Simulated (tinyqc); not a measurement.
# Electron continuity equation in a given potential, Scharfetter-Gummel discretisation: error of the current against the mesh

Steady state in one dimension: J = q mu n E + q D dn/dx with E = -dpsi/dx and D = mu Vt, dJ/dx = q (n/tau - G), fixed densities nL and nR at the ends. The potential is given, psi = 0 for x < L/2 and U (2 x/L - 1) beyond, and is not changed by the electrons.

Fluxes J_i = (q D/h)(n_(i+1) P_i - n_i Q_i), d_i = (psi_(i+1) - psi_i)/Vt: Scharfetter-Gummel P = B(d), Q = B(-d), B(d) = d/(exp(d) - 1); central P = 1 - d/2, Q = 1 + d/2; upwind P = 1 + max(-d, 0), Q = 1 + max(d, 0). Balance at each inner node: J_i - J_(i-1) = q h (n_i/tau - G). The reference is Scharfetter-Gummel on 4000 intervals or more. Errors are those of J on the first interval against the reference at its midpoint; errors under 1e-6 % are printed as 0.

Values chosen for this exercise; mobility close to that of silicon at room temperature: temperature T = 273 K; electron mobility mu = 1340 cm^2/(V s); length of the region L = 5.2 um; density at x = 0 nL = 5.9e12 cm^-3; density at x = L nR = 0 cm^-3; lifetime tau = 4.3e-10 s; uniform generation rate G = 0 cm^-3 s^-1; potential difference psi(L) - psi(0) U = 0.25 V.

Constants: q = 1.602176634e-19 C, kB = 1.380649e-23 J/K, Vt = kB T/q. Results are converted to the units shown.

Results:

| N | largest \|d\| | reference J (A/cm^2) | SG error (%) | central error (%) | upwind error (%) |
|---|---|---|---|---|---|
| 5 | 4.251 | -0.1681 | 3.69 | 3.37 | 4.19 |
| 10 | 2.125 | -0.2088 | 0.242 | 0.230 | 0.265 |
| 40 | 0.5313 | -0.2460 | 6.22e-3 | 5.60e-3 | 0.0126 |
| 80 | 0.2657 | -0.2528 | 1.17e-3 | 1.01e-3 | 4.42e-3 |
| 160 | 0.1328 | -0.2563 | 2.48e-4 | 2.10e-4 | 1.90e-3 |

Estimate the missing row, N = 20.

Computed row:

| N | largest \|d\| | reference J (A/cm^2) | SG error (%) | central error (%) | upwind error (%) |
|---|---|---|---|---|---|
| 20 | 1.063 | -0.2329 | 0.0370 | 0.0344 | 0.0492 |

With this row back in the table: From N = 80 to 160 the error shrinks by 4.7 (Scharfetter-Gummel), 4.8 (central), 2.3 (upwind); 4 marks second order and 2 first order. At N = 5 the errors are 3.7, 3.4 and 4.2 %.

Program tinyqc, `OMP_NUM_THREADS=1 python tinyqc.py 2220137 2220138 out.jsonl`; Intel Xeon 2.30GHz, shared host, one thread, about 0.01 s.
